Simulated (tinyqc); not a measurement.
# Trap density from the capacitance step

Problem. A junction with shallow donors Nd and a deep trap has C_HF = eps0 eps_r/W and C_LF = eps0 eps_r (Nd + Nt)/(Nd W + Nt xt), xt = W - lam. Find W, xt and Nt.

Values chosen for this exercise: relative permittivity eps_r = 9.61; shallow donor density Nd = 1.5e16 cm^-3.

Constants: eps0 = 8.8541878128e-14 F/cm where lengths are in cm. Results are converted to the units shown.

C_HF = 27.457351 nF/cm^2
C_LF = 27.938066 nF/cm^2
lam = 148.15851 nm

Solution. C_HF gives W. With y = C_LF/C_HF, Nt/Nd = (y - 1)/(1 - y xt/W).

W = 310 nm
xt = 162 nm
Nt = 5.60e14 cm^-3

Computed by the program tinyqc: `OMP_NUM_THREADS=1 python tinyqc.py 2050067 2050068 out.jsonl`, one thread of a shared Intel Xeon 2.30GHz, about 0.01 s for the whole run.
